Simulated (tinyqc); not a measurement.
Worked calculation: LDA (VWN5) atom on a uniform radial grid, spin-unpolarised, for He. Computed by tinyqc, a small Python program that keeps every step. Settings: Z = 2, points = 64, R = 8.9, functional = lda,vwn, mixing = 0.2, iteration cap = 70. Command: `OMP_NUM_THREADS=1 python tinyqc.py 25356 25357 out.jsonl` (the two numbers bound the seeds that draw the settings). One thread of a shared host (Intel(R) Xeon(R) Processor @ 2.60GHz), about 0.06 s of CPU time with the checks. Later iterations appear only in the table of the cycle.

## Iteration 1

Spherical atom on a uniform radial grid r_j = j h with h = R/(N + 1), h sum u^2 = 1 and integrals as h times sums, u(0) = u(R) = 0 (atomic units):
```
parameter           value
Z                       2
points N               64
R                8.900000
h                0.136923
mixing           0.200000
electrons in 1s         2
```

Three-point differences turn -u''/2 + [l(l+1)/2r^2 - Z/r + V] u = e u into a tridiagonal matrix (diagonal 1/h^2 + potential, off-diagonal -1/2h^2). D = sum f u^2; the Hartree potential y/r solves y'' = -D/r with y(0) = 0, y(R) = N_e; v_xc comes from rho = D/(4 pi r^2); E = sum f e - int D V + int D (V_H/2 + eps_xc); V(new) = V + mixing (V_H + v_xc - V).

eigenvalues (hartree): 1s -1.963847

Every 4th grid point:
```
r             V in     u(1s)         D       V_H       v_xc
0.547692  0.000000  1.031085  2.126274  2.789327  -0.888658
1.095385  0.000000  0.698809  0.976669  1.750892  -0.452912
1.643077  0.000000  0.355209  0.252347  1.209543  -0.234113
2.190769  0.000000  0.160493  0.051516  0.912092  -0.122297
2.738462  0.000000  0.067983  0.009243  0.730245  -0.064106
3.286154  0.000000  0.027645  0.001528  0.608604  -0.033446
3.833846  0.000000  0.010929  0.000239  0.521668  -0.017266
4.381538  0.000000  0.004233  0.000036  0.456461  -0.008800
4.929231  0.000000  0.001614  0.000005  0.405743  -0.004432
5.476923  0.000000  0.000608  7.38e-07  0.365169  -0.002210
6.024615  0.000000  0.000226  1.03e-07  0.331971  -0.001094
6.572308  0.000000  0.000084  1.40e-08  0.304307  -0.000538
7.120000  0.000000  0.000031  1.88e-09  0.280899  -0.000264
7.667692  0.000000  0.000011  2.46e-10  0.260835  -0.000128
8.215385  0.000000  3.75e-06  2.81e-11  0.243446  -0.000060
8.763077  0.000000  5.87e-07         0  0.228230   0.000000
```

total energy = -2.62710091 hartree

## Iteration 2

As before.

eigenvalues (hartree): 1s -1.625623

Every 4th grid point:
```
r             V in     u(1s)         D       V_H       v_xc
0.547692  0.380134  1.007407  2.029737  2.722214  -0.875758
1.095385  0.259596  0.715214  1.023063  1.735446  -0.459435
1.643077  0.195086  0.386249  0.298377  1.206662  -0.246274
2.190769  0.157959  0.186775  0.069770  0.911607  -0.133896
2.738462  0.133228  0.085066  0.014473  0.730168  -0.073294
3.286154  0.115032  0.037321  0.002786  0.608592  -0.040095
3.833846  0.100880  0.015962  0.000510  0.521666  -0.021792
4.381538  0.089532  0.006702  0.000090  0.456460  -0.011734
4.929231  0.080262  0.002775  0.000015  0.405743  -0.006257
5.476923  0.072592  0.001136  2.58e-06  0.365169  -0.003309
6.024615  0.066176  0.000461  4.26e-07  0.331971  -0.001738
6.572308  0.060754  0.000186  6.91e-08  0.304307  -0.000908
7.120000  0.056127  0.000074  1.10e-08  0.280899  -0.000472
7.667692  0.052141  0.000029  1.71e-09  0.260835  -0.000243
8.215385  0.048677  0.000011  2.25e-10  0.243446  -0.000119
8.763077  0.045646  1.73e-06         0  0.228230  -0.000034
```

total energy = -2.68233676 hartree

## Iteration 3

As before.

eigenvalues (hartree): 1s -1.368891

Every 4th grid point:
```
r             V in     u(1s)         D       V_H       v_xc
0.547692  0.673398  0.986523  1.946456  2.664102  -0.864292
1.095385  0.462879  0.726222  1.054797  1.720663  -0.463781
1.643077  0.348147  0.411579  0.338795  1.203557  -0.255924
2.190769  0.281909  0.210195  0.088364  0.911012  -0.143696
2.738462  0.237957  0.101515  0.020611  0.730060  -0.081450
3.286154  0.205725  0.047366  0.004487  0.608573  -0.046280
3.833846  0.180679  0.021595  0.000933  0.521663  -0.026213
4.381538  0.160571  0.009684  0.000188  0.456460  -0.014752
4.929231  0.144107  0.004289  0.000037  0.405743  -0.008240
5.476923  0.130445  0.001881  0.000007  0.365169  -0.004570
6.024615  0.118987  0.000819  1.34e-06  0.331971  -0.002520
6.572308  0.109283  0.000354  2.51e-07  0.304307  -0.001383
7.120000  0.100987  0.000152  4.61e-08  0.280899  -0.000755
7.667692  0.093831  0.000064  8.16e-09  0.260835  -0.000407
8.215385  0.087607  0.000025  1.21e-09  0.243446  -0.000207
8.763077  0.082156  4.12e-06  3.40e-11  0.228230  -0.000061
```

total energy = -2.71807331 hartree

## Convergence

Stop when input and output potentials agree to 1e-7.

Course of the cycle (hartree):
```
iteration            E      e(1s)  largest |V(out) - V(in)|
1          -2.62710091  -1.963847                  2.37e+00
2          -2.68233676  -1.625623                  1.79e+00
3          -2.71807331  -1.368891                  1.34e+00
4          -2.74052244  -1.174102                  1.00e+00
5          -2.75422951  -1.026327                  7.46e-01
6          -2.76238024  -0.914194                  5.52e-01
7          -2.76711322  -0.829059                  4.11e-01
8          -2.76980586  -0.764364                  3.06e-01
9          -2.77131208  -0.715142                  2.27e-01
10         -2.77214362  -0.677637                  1.70e-01
11         -2.77259832  -0.649008                  1.28e-01
...                ...        ...                       ...
60         -2.77314049  -0.552950                  1.21e-06
61         -2.77314049  -0.552950                  9.65e-07
62         -2.77314049  -0.552950                  7.68e-07
63         -2.77314049  -0.552950                  6.12e-07
64         -2.77314049  -0.552949                  4.88e-07
65         -2.77314049  -0.552949                  3.88e-07
66         -2.77314049  -0.552949                  3.09e-07
67         -2.77314049  -0.552949                  2.46e-07
68         -2.77314049  -0.552949                  1.96e-07
69         -2.77314049  -0.552949                  1.56e-07
70         -2.77314049  -0.552949                  1.24e-07
```

Not converged within 70 iterations: the residual falls steadily but slowly, by a factor of about 0.80 a step. Reruns (cap 100 unless said): mixing 0.3: converged in 45; mixing 0.6: converged in 18; the original settings with a cap of 400: converged in 71. Even converged, this uniform grid resolves the cusp poorly and misses the energy of the atom.
